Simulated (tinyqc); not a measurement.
Band bending at a free surface with one surface level, surface photovoltage and Kelvin probe: two steps of the calculation.

n-type bulk, xi = Ec - EF = Vt ln(Nc/Nd), p0 = ni^2/Nd, ni = sqrt(Nc Nv) exp(-Eg/(2 Vt)), Eg in volts. b is the upward band bending, u = b/Vt. Space charge per area, in units of q: Qc = sign(b) sqrt((2 eps0 eps_r Vt/q) [(Nd + dn)(exp(-u) - 1) + Nd u + (p0 + dn)(exp(u) - 1)]), with dn the excess density under light (flat quasi-Fermi levels; 0 in the dark). The level holds -Ns f, f = 1/(1 + exp((xi + b - Es)/Vt)). Neutrality: Qc + Qf + (charge of the states) = 0.

Inputs (values chosen for the exercise); band and dielectric values close to those of gallium arsenide:
```
symbol    value   unit                                    meaning
T           300      K                                temperature
Eg         1.41     eV                                   band gap
eps_r      13.1                             relative permittivity
Nc      4.44e17  cm^-3     conduction-band density of states at T
Nv       9.1e18  cm^-3        valence-band density of states at T
chi        4.05     eV                          electron affinity
Nd       2.3e15  cm^-3                              donor density
Qf       1.2e10  cm^-2       fixed positive charge at the surface
pt         5.05     eV             work function of the probe tip
Ns       4.6e11  cm^-2  density of an acceptor-like surface level
Es         0.41     eV        its depth below the conduction edge
dn       1.3e13  cm^-3         excess carrier density under light
```

Constants: q = 1.602176634e-19 C, kB = 1.380649e-23 J/K, Vt = kB T/q, eps0 = 8.8541878128e-14 F/cm where lengths are in cm. Results are converted to the units shown.

Question 1. Work function and Kelvin-probe reading. Work function chi + xi + b; contact potential difference CPD = (work function of the sample) - pt. Depth of EF below Ec at the surface: xi + b. Depletion width Qc/Nd.

converged b = 0.30439004 V

Wanted: xi + b; Qc; Qc/Nd; work function; CPD.

Answer 1.

xi + b = 0.44045 eV
Qc = 9.6311e10 cm^-2
Qc/Nd = 418.74 nm
work function = 4.4904 eV
CPD = -559.55 mV

The level is 23.5 % filled: the Fermi level is pinned at it.

Question 2. Surface photovoltage. Under chopped light the surface charge keeps its dark value, so b falls to bL with Qc(bL, dn) = Qc(b, 0); the photovoltage is b - bL. Qc rises with b, so bL follows by bisection.

converged b = 0.30439004 V

Give: bL; photovoltage; share of b removed; excess holes at the surface, dn exp(bL/Vt).

Answer 2.

bL = 0.1754 V
photovoltage = 129.0 mV
share of b removed = 42.37 %
excess holes at the surface, dn exp(bL/Vt) = 1.150e16 cm^-3

Numbers from tinyqc (`OMP_NUM_THREADS=1 python tinyqc.py 2430146 2430147 out.jsonl`; about 0.01 s on one thread of a shared Intel Xeon 2.30GHz).
